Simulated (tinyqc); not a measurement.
From results back to parameters: localisation in a chain with random site energies (transfer matrices). Five cases, with inputs chosen for the exercise.

Problem. In the localised range mean ln T = c - 2N/xi, xi being the localisation length in sites, and site energies spread evenly over a width W give xi = 24 (4t^2 - E^2)/W^2 for weak disorder. The two means come from a hidden xi.

Find: xi; W.

Method. The slope gives xi = 2 (N2 - N1)/(difference of the means), and W = sqrt(24 (4t^2 - E^2)/xi).

Case 1.

Values chosen: t = 1.21 eV (hopping); E = -0.75 eV (energy); N1 = 57 (first length); N2 = 173 (second length).

mean ln T: N1 -4.80415, N2 -14.23504

Solution.

xi = 24.6 sites
W = 2.27 eV

Case 2.

Values chosen: t = 0.62 eV (hopping); E = -0.95 eV (energy); N1 = 66 (first length); N2 = 233 (second length).

mean ln T: N1 -4.18938, N2 -14.56205

Solution.

xi = 32.2 sites
W = 0.69 eV

Case 3.

Values chosen: t = 1.31 eV (hopping); E = -0.33 eV (energy); N1 = 71 (first length); N2 = 295 (second length).

mean ln T: N1 -5.08761, N2 -19.97133

Solution.

xi = 30.1 sites
W = 2.32 eV

Case 4.

Values chosen: t = 0.95 eV (hopping); E = -0.62 eV (energy); N1 = 61 (first length); N2 = 144 (second length).

mean ln T: N1 -3.81333, N2 -8.24000

Solution.

xi = 37.5 sites
W = 1.44 eV

Case 5.

Values chosen: t = 1.78 eV (hopping); E = -0.65 eV (energy); N1 = 45 (first length); N2 = 285 (second length).

mean ln T: N1 -9.46000, N2 -57.46000

Solution.

xi = 10.0 sites
W = 5.42 eV

Computed by tinyqc, one run a case: `OMP_NUM_THREADS=1 python tinyqc.py N N+1 out.jsonl` with N = 1480678, 1480712, 1480726, 1480752, 1480879; one thread of a shared Intel(R) Xeon(R) Processor @ 2.30GHz, about 0.08 s a run at most.
